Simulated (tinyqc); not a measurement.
Which single mass stands for the valley: donor in an ellipsoidal valley (Kohn-Luttinger variational method). Computed by tinyqc, a small Python program. Command: `OMP_NUM_THREADS=1 python tinyqc.py 3007976 3007977 out.jsonl kohnlutt walk`. One thread of a shared host (Intel(R) Xeon(R) Processor @ 2.30GHz), about 0.03 s of CPU time with the checks.

H = -(d^2/dx^2 + d^2/dy^2) - gamma d^2/dz^2 - 2/r in units built on m_t, with gamma = m_t/m_l and z along the valley axis. One valley; no valley-orbit or central-cell term.

Inputs (values chosen for the exercise, modelled on silicon): transverse mass m_t = 0.186 m_0; longitudinal mass m_l = 0.917 m_0; dielectric constant eps = 11.3.

Constants: Ry = 13.605693123 eV; a_0 = 0.529177210903 angstrom.

Method:
- Ry* = Ry m_t/eps^2, a* = a_0 eps/m_t, gamma = m_t/m_l.
- Trial function exp(-sqrt((x^2 + y^2)/a^2 + z^2/b^2)) with beta = b/a < 1: E = t/a^2 - u/a, t = (2 + gamma/beta^2)/3, u = 2 arcsin(sqrt(1 - beta^2))/sqrt(1 - beta^2); the best a is 2 t/u and E(beta) = -u^2/(4 t).
- Golden-section search on beta from 0.05 to 0.999, 60 steps.
- Gaussian basis: g = P exp(-al (x^2 + y^2) - be z^2) with P = 1 (s-like), z (2p0) or x (2p+-); al = 0.004 x 2.6^k, k = 0..11, and be/al = 1, gamma^(-1/2) or 1/gamma (36 functions); 1/r = (2/sqrt(pi)) int exp(-t^2 r^2) dt by 48 Gauss-Legendre points after t = sqrt(al_i + al_j) tan(theta); overlap eigenvalues below 1e-10 are dropped.
- A hydrogenic level is Ry m/eps^2 for one mass m; errors are against the Gaussian basis.

gamma = 0.202835

1s binding energy, Gaussian basis = 31.2490 meV

1s binding energy, trial function = 31.2056 meV

1s binding energy:
```
rule                                      mass (m_0)  binding (meV)  error (%)
transverse mass                              0.18600         19.819     -36.58
conductivity mass 3/(2/m_t + 1/m_l)          0.25331         26.991     -13.63
density-of-states mass (m_t^2 m_l)^(1/3)     0.31657         33.731       7.94
longitudinal mass                            0.91700         97.709     212.68
trial function with a and b                        -         31.206      -0.14
mass that fits 1s                            0.29327         31.249       0.00
```

What does the comparison show, and why?

The conductivity mass, which is what a spherical trial function (a = b) gives, falls short by 13.6 %, as a restricted variational bound must; the density-of-states mass is off by +7.9 %. The mass that fits lies between the two.

Extremes, crossings and ranges named in words are read from the listed rows.
